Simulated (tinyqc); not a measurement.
# Tail temperature from the power law

Inverse problem. When tail states hold most of the charge, the linear current goes as I = A (Vg - VT)^g with g = 2 Tt/T - 1. Find g, Tt and the tail width kB Tt.

Inputs (values chosen for the exercise): temperature T = 270 K.

Constants: q = 1.602176634e-19 C, kB = 1.380649e-23 J/K, Vt = kB T/q. Results are converted to the units shown.

I at Vg - VT = 7.8 and 12 V (nA): [168.72795, 345.93786]

Solution. g is the slope of ln I against ln(Vg - VT).

g = 1.667
Tt = 360.0 K
kB Tt = 31.02 meV

tinyqc, about 0.02 s, one thread, Intel Xeon 2.30GHz (shared host): `OMP_NUM_THREADS=1 python tinyqc.py 2610015 2610016 out.jsonl`
